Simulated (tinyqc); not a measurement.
Hot electrons in a saturated n-channel MOSFET, lucky-electron model: two steps of the calculation.

Beyond pinch-off the lateral field grows as Esat cosh(y/l) over the velocity-saturated region (pseudo-two-dimensional model). Impact ionisation in this region gives the substrate current, which biases the body forward through Rsub. Currents are per width. Local-field laws: they overstate ionisation when the field peak is narrower than an energy relaxation length.

Inputs (values chosen for the exercise); values close to those of silicon n-channel devices:
```
symbol  value        unit                                   meaning
L         0.5          um                            channel length
tox        10          nm                           oxide thickness
xj        200          nm                            junction depth
VT       0.53           V                                 threshold
mu        420  cm^2/(V s)                        effective mobility
vs      7.4e6        cm/s                       saturation velocity
Ai        2e6        1/cm                      ionisation prefactor
Bi       1.72       MV/cm                          ionisation field
Rd          0      ohm um     resistance of the lightly doped drain
Rsub    12000      ohm um                      substrate resistance
kb       0.31              fall of VT per volt of forward body bias
Vd        3.5           V                             drain voltage
Vg        1.6           V                              gate voltage
```

Constants: eps0 = 8.8541878128e-14 F/cm where lengths are in cm. Results are converted to the units shown.

Question 1. Length and field scales. Cox = 3.9 eps0/tox, l = sqrt(3 tox xj), Esat = 2 vs/mu.

Wanted: Cox; l; Esat; Esat L.

Answer 1.

Cox = 0.3453 uF/cm^2
l = 77.46 nm
Esat = 0.03524 MV/cm
Esat L = 1.762 V

Question 2. Body bias from the substrate current. Cox = 3.9 eps0/tox. Overdrive g = Vg - VT + kb Vb; Vdsat = g Esat L/(g + Esat L); Id = Cox vs (g - Vdsat); dV = Vd - Id Rd - Vdsat; Em = sqrt((dV/l)^2 + Esat^2); Isub = Id (Ai/Bi) l Em exp(-Bi/Em). Vb(new) = Rsub Isub.

Vb after iteration 1 = 0.038123141 V
l = 77.459667 nm
Esat = 0.035238095 MV/cm

Give: Vdsat; Id; dV; Em; Isub; Vb after iteration 2.

Answer 2.

Vdsat = 0.6703 V
Id = 105.2 uA/um
dV = 2.830 V
Em = 0.3670 MV/cm
Isub = 3.205 uA/um
Vb after iteration 2 = 0.03846 V

Program tinyqc, `OMP_NUM_THREADS=1 python tinyqc.py 2550045 2550046 out.jsonl`; Intel Xeon 2.30GHz, shared host, one thread, about 0.01 s.
